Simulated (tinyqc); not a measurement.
Three-level Kane dispersion of a narrow-gap semiconductor, step by step. Values are carried at full precision from step to step, so a last printed digit may differ when a step is redone from the rounded ones.

Zero of energy at Gamma8, c = hbar^2/2m0, P^2 = Ep c. The free-electron term and remote bands are left out, so the heavy holes are flat at E = 0 and the other three bands obey E (E - Eg)(E + Dso) = P^2 k^2 (E + 2 Dso/3). The conduction band is the highest root; its edge is Ec = max(Eg, 0).

Constants: hbar^2/2m0 = 3.80998211 eV angstrom^2; hbar = 6.58211957e-16 eV s; e^2/(4 pi eps0) = 14.39964547 eV angstrom; muB = 5.788381798e-05 eV/T.

Inputs chosen for the exercise (a narrow-gap II-VI alloy; not measured data):
- Eg = 0.271 eV (E(Gamma6) - E(Gamma8))
- Dso = 1 eV (spin-orbit splitting)
- Ep = 19.3 eV (Kane energy)
- k = 0.013 1/angstrom (wave vector)
- n = 8.9e+16 cm^-3 (electron density)
- eps = 13 (high-frequency dielectric constant)
- B = 1.3 T (magnetic field)

## The three bands at one k

Expand the equation into E^3 + a2 E^2 + a1 E + a0 = 0 and give its roots; compare with the two-level form (Dso to infinity) E = Eg/2 +/- sqrt(Eg^2/4 + (2/3) P^2 k^2).

P^2 k^2 = 0.012427 eV^2

a2, a1, a0: 0.729000  -0.283427  -0.008285

roots (eV): -1.0033  -0.0274  0.3016

two-level form (eV): -0.0277  0.2987

The two-level form misses the highest root by -2.9 meV. The order is normal: Gamma6 forms the conduction band.

## Mass at the edge and limiting velocity

m0* = Eg (Eg + Dso)/(Ep (Eg + 2 Dso/3)). In the two-level form the velocity tends to v = sqrt(2/3) P/hbar, and |Eg| = 2 m v^2 with m = 3 |Eg|/(2 Ep), as for a relativistic particle. 1 angstrom = 1e-10 m.

m0* = 0.01903 m0
P = 8.5751 eV angstrom
v = 1.064e+06 m/s
k at which the linear part sets in, |Eg|/(2 hbar v) = 0.01935 1/angstrom

## Fermi level and mass at a given density

Degenerate electrons at T = 0: kF = (3 pi^2 n)^(1/3), 1 cm^-3 = 1e-24 angstrom^-3; EF is the highest root at kF. The momentum (cyclotron, optical) mass is m(E) = hbar^2 k/(dE/dk) = c d(k^2)/dE with d(k^2)/dE = k^2 [1/E + 1/(E - Eg) + 1/(E + Dso) - 1/(E + 2 Dso/3)]; the density of states is k d(k^2)/dE/(2 pi^2).

Edge mass m0* = Eg (Eg + Dso)/(Ep (Eg + 2 Dso/3)).

Compare EF - Ec with the parabolic value c kF^2/m0*.

kF = 0.01381 1/angstrom
EF - Ec = 0.0342 eV
parabolic value = 0.0382 eV
m(EF) = 0.02343 m0
m(EF)/m0* = 1.231
density of states at EF = 4.303e+18 1/(eV cm^3)

The parabola overstates EF - Ec by a factor of 1.12; (EF - Ec)/|Eg| = 0.13, and the two-level rule 1 + 2 (EF - Ec)/|Eg| = 1.253 estimates the mass ratio.

## Plasma and cyclotron energies

hbar wp = sqrt(8 pi c (e^2/4 pi eps0) n/(eps m)), hbar wc = 2 muB B/m (classical limit), with m = m(EF) and, for comparison, the edge mass; n in angstrom^-3.

hbar wp with m(EF), with m0* (meV): 20.07  22.27

hbar wc with m(EF), with m0* (meV): 6.42  7.91

hbar wc is not small against EF - Ec = 34.2 meV, so fewer than ten Landau levels are filled and the classical value is only a guide.

## Checks

- Roots of the cubic against the 8 x 8 Kane matrix without remote terms: they agree to 1e-10 or better.
- m(E) near the edge against m0*: both 0.01903.

(tinyqc, `OMP_NUM_THREADS=1 python tinyqc.py 1051313 1051314 out.jsonl`, Intel(R) Xeon(R) Processor @ 2.30GHz, 1 thread, shared host, about 0.01 s.)
